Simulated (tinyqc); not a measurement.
## Free and trapped electrons in a MOS channel with a dense trap tail: free and trapped charge against gate voltage

p-type body, charge-sheet picture, full ionisation (an idealisation for deep acceptors), Boltzmann statistics for free electrons. e = Ec - EF at the surface. Acceptor-like traps of density D(E) = D0 + De exp(-E/Ew) at depth E below Ec, from 0 to Eu, hold n_t = integral of D(E)/(1 + exp((e - E)/Vt)). psi = Eg - Vt ln(Nv/Na) - e; N_dep = sqrt(2 eps0 eps_r Na (psi - Vt)/q); n_f = sqrt(N_dep^2 + 2 eps0 eps_r Vt Nc exp(-e/Vt)/q) - N_dep; Vg = Vfb + psi + q (N_dep + n_t + n_f)/Cox, Cox = eps0 eox/tox.

Free share n_f/(n_f + n_t); swing ln 10 n_f/(dn_f/dVg); field-effect mobility mf q (dn_f/dVg)/Cox, for a constant mf; oxide field q (N_dep + n_t + n_f)/(eps0 eox).

Inputs (values chosen for the exercise); band and dielectric values close to those of silicon: temperature T = 250 K; band gap Eg = 1.13 eV; relative permittivity eps_r = 11.7; conduction-band density of states at T Nc = 2.17e19 cm^-3; valence-band density of states at T Nv = 1.99e19 cm^-3; relative permittivity of the insulator eox = 3.9; insulator thickness tox = 57 nm; acceptor density Na = 7.2e16 cm^-3; flat-band voltage without trapped charge Vfb = -0.72 V; constant background density of acceptor-like traps D0 = 7.7e10 cm^-2 eV^-1; density of the tail at the conduction edge De = 4.7e12 cm^-2 eV^-1; decay energy of the tail Ew = 0.06 eV; depth below Ec down to which the traps reach Eu = 0.65 eV; mobility of free electrons mf = 100 cm^2/(V s).

Constants: q = 1.602176634e-19 C, kB = 1.380649e-23 J/K, Vt = kB T/q, eps0 = 8.8541878128e-14 F/cm where lengths are in cm. Results are converted to the units shown.

Result of one run:
columns A: e (eV); B: n_f (cm^-2); C: n_t (cm^-2); D: free share (%); E: swing (mV/decade); F: field-effect mobility (cm^2/(V s)); G: oxide field (MV/cm)
```
A               B         C      D     E      F      G
0.01291  1.104e12  2.595e11  80.96  7221  93.07  1.074
```

Which gate voltage Vg gave this result: 2.1, 3.2, 6.4, 8.6 or 9.6 V?

Vg = 6.4 V.

The whole series:
columns A: Vg (V); B: e (eV); C: n_f (cm^-2); D: n_t (cm^-2); E: free share (%); F: swing (mV/decade); G: field-effect mobility (cm^2/(V s)); H: oxide field (MV/cm)
```
A             B         C         D         E        F         G       H
2.1      0.3289   9.047e5  2.619e10  0.003455    143.3  0.003845  0.3754
3.2     0.07965  7.821e10  1.333e11     36.97    799.0     59.60  0.5247
4.3     0.04127  3.922e11  2.016e11     66.05     2842     84.04  0.7109
5.3     0.02505  7.225e11  2.352e11     75.44     4895     89.88  0.8835
6.4     0.01291  1.104e12  2.595e11     80.96     7221     93.07   1.074
7.5    0.003680  1.495e12  2.761e11     84.41     9587     94.96   1.266
8.6   -0.003820  1.893e12  2.879e11     86.80  1.198e4     96.18   1.457
9.6   -0.009620  2.258e12  2.958e11     88.42  1.418e4     96.94   1.632
10.7   -0.01518  2.662e12  3.024e11     89.80  1.662e4     97.55   1.824
```

n_f reaches 1e11 cm^-2 at Vg = 3.29 V, against 2.92 V without traps. The free share rises from 0.00345 to 89.8 % and the field-effect mobility rises from 0.00385 to 97.5 cm^2/(V s), although mf = 100 is constant: in the last row 97.5 % of Cox dVg goes into free electrons. The swing in the first row is 143 mV a decade (Vt ln 10 = 49.6). For Vg = 4.3, 5.3, 6.4, 7.5, 8.6, 9.6, 10.7 EF lies less than 2 Vt below the band edge, or above it, where degeneracy and confinement, left out, matter.

tinyqc, about 0.02 s, one thread, Intel Xeon 2.30GHz (shared host): `OMP_NUM_THREADS=1 python tinyqc.py 2222235 2222236 out.jsonl`
